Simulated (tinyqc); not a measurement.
Polytypes and stacking faults of a tetrahedral semiconductor in an axial Ising model with couplings up to third neighbours: one step, computed by the program tinyqc. Command: `OMP_NUM_THREADS=1 python tinyqc.py 3019420 3019421 out.jsonl polytype walk`. One thread of a shared host (Intel(R) Xeon(R) Processor @ 2.30GHz), about 0.01 s of CPU time with the checks.

Each double layer has s = +1 or -1 for the sense of its stacking step; E per pair of atoms = E0 - sum_n J_n <s_i s_(i+n)>, n = 1, 2, 3. Hexagonality h = (1 - <s_i s_(i+1)>)/2.

Question. Electronic energy gained by the fault. The fault binds electrons in a two-dimensional band E_b below the conduction edge, g2 = m m0/(pi hbar^2) for one valley. With the Fermi level held by the bulk, eta = ln[n/N_c(T)], N_c(T) = N_c (T/300)^1.5, the grand potential falls by g2 (k_B T)^2 F1(x), x = eta + E_b/(k_B T), F1(x) = integral from 0 to infinity of ln(1 + exp(x - t)) dt; sheet density g2 k_B T ln(1 + e^x). Band bending by the trapped charge is left out, so the gain is an upper bound. Net fault energy = gamma of the single Shockley (42) fault less the electronic gain.

Inputs (values chosen for the exercise, for a model crystal):
```
quantity                                    value    unit
binding energy of the fault level E_b        0.16      eV
in-plane mass m                              0.45      m0
effective density of states N_c at 300 K  1.4e+19  1/cm^3
electron density n                        1.4e+15  1/cm^3
temperature T                                 650       K
```

Host polytype: 6H.

energy of the glide fault, single Shockley (42) = 1.482149 mJ/m^2

Constants: m_0 = 9.1093837015e-31 kg; hbar = 1.054571817e-34 J s; k_B = 1.380649e-23 J/K; k_B = 8.617333262e-05 eV/K.

Give: x; sheet density; electronic gain; net fault energy.

Answer.

x = -7.514

sheet density = 5.743e+09 1/cm^2

electronic gain = 5.155e-04 mJ/m^2

net fault energy = 1.482 mJ/m^2

The gain offsets 0.035 % of the fault energy.
